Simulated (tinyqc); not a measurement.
Inside a calculation: Boltzmann transport in a parabolic band with a power-law relaxation time. Values are carried at full precision from step to step, so a last printed digit may differ when a step is redone from the rounded ones.

F_j(eta) = (1/Gamma(j + 1)) integral_0^infinity x^j dx/(1 + exp(x - eta)), which tends to exp(eta) for eta << 0.

n = N F_1/2(eta) with N = 2 (m kB T/(4 pi c))^(3/2) with c = hbar^2/2m0, in 1/angstrom^3; times 1e24 for 1/cm^3, m = md.

Constants: hbar^2/2m0 = 3.80998211 eV angstrom^2; kB = 8.617333262e-05 eV/K.

Inputs chosen for the exercise (masses near those of InAs; tau0 is set for a mobility of the usual size at this n, kL is a free input; freeze-out and phonon drag, which matter near 77 K, are left out; not measured data): n = 8.5e+16 1/cm^3 (electron density); md = 0.026 m0 (density-of-states mass); T = 300 K; r = 1.5 (exponent of tau); tau0 = 50 fs (tau at E = kT); mc = 0.026 m0 (conductivity mass); kL = 26 W/(m K) (lattice thermal conductivity).

## Reduced Fermi level

Solve for eta.

N = 1.052e+17 1/cm^3
eta = 0.0693

## Integrals for r = 1.5 (ionised impurities)

tau = tau0 x^r with x = E/kT. With K_j = Gamma(j + 1) F_j(eta): <tau> = tau0 (r + 3/2) K_(r+1/2)/((3/2) K_(1/2)); mu = <tau>/(mc m0/e), m0/e = 5.685630e-12 kg/C; Hall factor rH = (3/2) K_(1/2) (2r + 3/2) K_(2r+1/2)/((r + 3/2) K_(r+1/2))^2; Seebeck S = -(kB/e) [(r + 5/2) K_(r+3/2)/((r + 3/2) K_(r+1/2)) - eta]; Lorenz number L = (kB/e)^2 [(r + 7/2) K_(r+5/2)/((r + 3/2) K_(r+1/2)) - ((r + 5/2) K_(r+3/2)/((r + 3/2) K_(r+1/2)))^2]; kB/e in V/K. Valley anisotropy is left out of rH.

Evaluate F_j and K_j for j = 1/2, r + 1/2, r + 3/2, r + 5/2 and 2r + 1/2 (each value once).

F_j and K_j:
```
j        F_j      K_j
0.5  0.80795  0.71603
2.0  0.96019   1.9204
3.0   1.0115   6.0689
4.0   1.0399   24.958
3.5   1.0278   11.956
```

## Transport coefficients

Form the ratios; u is the mean energy carried, in kT.

<tau>/tau0 = 5.364
rH = 1.741
u = 4.214
S = -357.1 microvolt/K
L = 2.900 1e-8 W ohm/K^2

The non-degenerate limits are rH = 1.933, u = r + 5/2 = 4 and L = (r + 5/2)(kB/e)^2 = 2.970; the degenerate ones are rH = 1 and L = 2.443.

## Mobility, conductivity and figure of merit

mu = <tau>/(mc m0/e) with m0/e = 5.685630e-12 kg/C; sigma = e n mu, e = 1.602176634e-19 C; Hall mobility rH mu; power factor S^2 sigma; ZT = S^2 sigma T/(kL + L sigma T), all in SI units.

mu = 1.81e+04 cm^2/(V s)
Hall mobility = 3.16e+04 cm^2/(V s)
sigma = 247 S/cm
power factor = 3.15 mW/(m K^2)
electronic thermal conductivity = 0.215 W/(m K)
ZT = 0.036

A Hall measurement read with rH = 1 would give a density of 4.88e+16 1/cm^3. Electrons carry 0.82 % of the heat.

## Checks

- Seebeck coefficient against direct integration over -df/dE (microvolt/K): both -357.1.

tinyqc: `OMP_NUM_THREADS=1 python tinyqc.py 1681449 1681450 out.jsonl`; about 0.01 s, one thread, shared Intel(R) Xeon(R) Processor @ 2.30GHz.
